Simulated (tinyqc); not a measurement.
From projected range R_p back to ion energy E: ion implantation: universal nuclear stopping, Lindhard-Scharff electronic stopping and a Gaussian range profile. Computed by tinyqc, a small Python program. Command: `OMP_NUM_THREADS=1 python tinyqc.py 3017304 3017305 out.jsonl implant inv`. One thread of a shared host (Intel(R) Xeon(R) Processor @ 2.30GHz), about 0.2 s of CPU time with the checks.

An ion slows by elastic collisions with screened nuclei and by friction with electrons; channelling is ignored and the target is uniform.

Inputs (values chosen for the exercise, modelled on fluorine ions in aluminium):
```
quantity,value,unit
ion atomic number Z1,9,-
ion mass M1,19,u
target atomic number Z2,13,-
target mass M2,26.98,u
target density N,60.2,1/nm^3
scale factor of electronic stopping k,0.94,-
```

Method:
- Reduced energy eps = 32.53 M2 E/(Z1 Z2 (M1 + M2)(Z1^0.23 + Z2^0.23)), E in keV; s_n = ln(1 + 1.1383 eps)/(2 (eps + 0.01321 eps^0.21226 + 0.19593 eps^0.5)) for eps up to 30 and ln(eps)/(2 eps) above; S_n = 8.462 Z1 Z2 M1 s_n/((M1 + M2)(Z1^0.23 + Z2^0.23)) in 1e-15 eV cm^2.
- S_e = k 3.83 Z1^(7/6) Z2/(Z1^(2/3) + Z2^(2/3))^(3/2) sqrt(E/M1) in 1e-15 eV cm^2, E in keV.
- Path length R = int_0^E dE'/(N (S_n + S_e)); energy lost to nuclei nu = int_0^E S_n/(S_n + S_e) dE' (both with E' = E y^3 and 64 Gauss-Legendre points in y).
- Estimates of Lindhard type: R_p = R/(1 + M2/(3 M1)), straggle dR_p = (2/3) R_p sqrt(M1 M2)/(M1 + M2).

Question. A run gave the result below. Find the ion energy E, known to lie between 5.9 and 16 keV.

projected range R_p = 22.14217 nm

Answer.

Each step takes the trial c = (a f_b - b f_a)/(f_b - f_a), f being the result less the target and a, b, c the logarithms of the listed values; c replaces end b, the old b replaces a if the sign of f changed, and otherwise f_a is halved.

Scan of the range:
```
ion energy E (keV),projected range R_p (nm)
5.90,17.0335
6.97,19.3097
8.23,21.9413
9.72,25.0038
11.50,28.6116
13.50,32.6180
16.00,37.5756
```

False position (Illinois rule, in the logarithm of the input) inside the bracket:
```
step,end a,end b,trial,projected range R_p (nm)
1,8.23000,9.72000,8.32030,22.1283
2,9.72000,8.32030,8.32654,22.1412
3,9.72000,8.32654,8.32739,22.1430
4,8.32654,8.32739,8.32700,22.1422
```

Projected range R_p rises at every point of a 13-point scan of the range (every second point is shown), so one value fits; it is bracketed by 8.23 and 9.72. Answer: ion energy E = 8.327 keV.
